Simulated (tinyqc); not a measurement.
# Ballistic Schottky-barrier transistor with a two-dimensional channel, WKB contacts: effects of single changes

Source Fermi level 0, drain Fermi level -Vd. Far from the contacts Ec = pn - psi, and the gate moves psi one to one; the band edges relax as exp(-x/lam) from pn at the source and pn - Vd at the drain; Ev = Ec - Eg. A carrier of energy w inside the channel band meets at a contact a barrier of height D (the contact edge beyond the channel edge): T = 1 for w >= D, else exp(-S), S = 4 lam sqrt(m/C) [sqrt(D - w) - sqrt(w) arctan sqrt((D - w)/w)], C = hbar^2/(2 m0). The two contacts combine as Ts Td/(Ts + Td - Ts Td).

Parameters, values chosen for the exercise; channel values close to those of a molybdenum disulphide layer: temperature T = 300 K; band gap Eg = 1.7 eV; barrier for electrons at both contacts pn = 0.48 eV; electron mass mn = 0.48 m0; hole mass mp = 0.6 m0; valleys or subbands g = 2; screening length at the contacts lam = 2.6 nm; drain bias Vd = 0.05 V; band shift psi of the channel by the gate ps = -0.61 V.

Constants: q = 1.602176634e-19 C, kB = 1.380649e-23 J/K, hbar = 1.054571817e-34 J s, h = 6.62607015e-34 J s, m0 = 9.1093837015e-31 kg, Vt = kB T/q, hbar^2/(2 m0) = 0.0380998212 eV nm^2. Results are converted to the units shown.

Each table varies one quantity; the others keep the values above.

## Ambipolar transfer curve

I/W = g (2 q^2/h) int T(w) [N(Es + w) - N(Ed + w)] dw with w the energy of motion along the channel, N(y) = (1/2 pi) sqrt(pi m kB T/C) Fm(-y/kB T), Fm(x) = (1/sqrt(pi)) int_0^infinity u^(-1/2)/(1 + exp(u - x)) du. Electrons: Ds = psi, Dd = psi - Vd, Es = Ec, Ed = Ec + Vd. Holes: Ds = -psi, Dd = Vd - psi, Es = -Ev, Ed = -Ev - Vd. The size of each current is taken; both flow from drain to source and add. The integrals are converged. Swing = d(psi)/d(log10 I).

Result of one run:

| ps (V) | electrons (uA/um) | holes (uA/um) | I (uA/um) | swing (mV/decade) |
|---|---|---|---|---|
| 0.63 | 0.1030 | 3.560e-28 | 0.1030 | 139.4 |

What becomes of these results when the band shift psi of the channel by the gate ps is changed from 0.63 to 0.05 V, all else the same?

Result of the changed run:

| ps (V) | electrons (uA/um) | holes (uA/um) | I (uA/um) | swing (mV/decade) |
|---|---|---|---|---|
| 0.05 | 1.087e-5 | 1.973e-18 | 1.087e-5 | 166.5 |

The whole series:

| ps (V) | electrons (uA/um) | holes (uA/um) | I (uA/um) | swing (mV/decade) |
|---|---|---|---|---|
| -0.98 | 1.640e-22 | 7.680e-11 | 7.680e-11 | -106.2 |
| -0.83 | 5.429e-20 | 3.196e-12 | 3.196e-12 | -111.3 |
| -0.68 | 1.797e-17 | 1.562e-13 | 1.563e-13 | -118.1 |
| -0.54 | 4.041e-15 | 1.116e-14 | 1.520e-14 | -759.3 |
| -0.39 | 1.338e-12 | 8.432e-16 | 1.339e-12 | 59.58 |
| -0.25 | 3.008e-10 | 1.018e-16 | 3.008e-10 | 59.53 |
| -0.1 | 9.957e-8 | 1.469e-17 | 9.957e-8 | 59.53 |
| 0.05 | 1.087e-5 | 1.973e-18 | 1.087e-5 | 166.5 |
| 0.19 | 7.009e-5 | 8.773e-21 | 7.009e-5 | 170.3 |
| 0.34 | 6.365e-4 | 2.650e-23 | 6.365e-4 | 143.6 |
| 0.48 | 0.007051 | 1.179e-25 | 0.007051 | 127.0 |
| 0.63 | 0.1030 | 3.560e-28 | 0.1030 | 139.4 |

I goes from 7.68e-11 through a minimum of 1.52e-14 (at ps = -0.54 V among the rows listed) to 0.103 uA/um; the exact minimum lies at psi = -0.535 V. Holes carry the left branch and electrons the right. The ratio of the last row to the smallest is 6.78e12 and of the first row 5050, with barriers of 0.48 eV for electrons and 1.22 eV for holes. The steepest swing among the rows is 59.5 mV/decade, against the thermionic limit 59.5.

## Effect of the screening length

Same model as above.

Effect of the screening length:

| lam (nm) | current of the holes (uA/um) | share over the barriers (%) | \|d psi/d log10\| of this current (mV/decade) |
|---|---|---|---|
| 0.5 | 1.618e-9 | 1.219e-7 | 68.01 |
| 1.6 | 1.708e-12 | 1.155e-4 | 92.39 |
| 2.6 | 4.077e-14 | 0.004839 | 122.1 |
| 3.7 | 3.245e-15 | 0.06079 | 163.1 |
| 4.8 | 6.608e-16 | 0.2985 | 212.8 |
| 5.9 | 2.309e-16 | 0.8544 | 269.9 |
| 6.9 | 1.179e-16 | 1.674 | 326.6 |
| 8 | 6.848e-17 | 2.881 | 392.2 |

The current falls from 1.62e-9 to 6.85e-17 uA/um, while the share over the barriers rises from 1.22e-7 to 2.88 %: the thermionic part does not depend on lam, and a thinner barrier adds tunnelling. The swing rises from 68.0 to 392 mV/decade.

Range of the model: No scattering, image-force lowering, channel charge or band-to-band tunnelling; parabolic kappa overstates S deep in the gap.

Numbers from tinyqc (`OMP_NUM_THREADS=1 python tinyqc.py 2390051 2390052 out.jsonl`; about 0.2 s on one thread of a shared Intel Xeon 2.30GHz).
